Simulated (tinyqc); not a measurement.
Slater-Koster d bands of a bcc metal: one step. Levels and character. Two cases, with inputs chosen for the exercise.

Question. Diagonalise H; t2g is xy, yz, zx and eg the other two.

Case 1.

H(k) (eV), lower triangle:
```
,xy,yz,zx,x2-y2,3z2-r2
xy,0.046535
yz,2.897803,0.815351
zx,-0.017372,0.519100,-0.769411
x2-y2,0,-0.009657,-1.610809,0.031259
3z2-r2,0.333193,0.005575,-0.930001,-1.005755,0.065796
```

Case 2.

H(k) (eV), lower triangle:
```
,xy,yz,zx,x2-y2,3z2-r2
xy,0.189287
yz,0,1.140303
zx,0,2.420548,0.949564
x2-y2,0,0,0,0.108105
3z2-r2,1.487665,0,0,-0.127643,-1.214257
```

Give: levels; weights.

Answer.

Case 1.

levels (eV): -2.7872  -2.4724  0.7154  1.3263  3.4075

weights:
```
,band 1,band 2,band 3,band 4,band 5
t2g,0.641,0.828,0.275,0.264,0.992
eg,0.359,0.172,0.725,0.736,0.008
```

Case 2.

levels (eV): -2.1625  -1.3775  0.1087  1.1370  3.4674

weights:
```
,band 1,band 2,band 3,band 4,band 5
t2g,0.285,1.000,0.007,0.708,1.000
eg,0.715,0.000,0.993,0.292,0.000
```

Computed by tinyqc, one run a case: `OMP_NUM_THREADS=1 python tinyqc.py N N+1 out.jsonl` with N = 1450184, 1450333; one thread of a shared Intel(R) Xeon(R) Processor @ 2.30GHz, about 0.04 s a run at most.
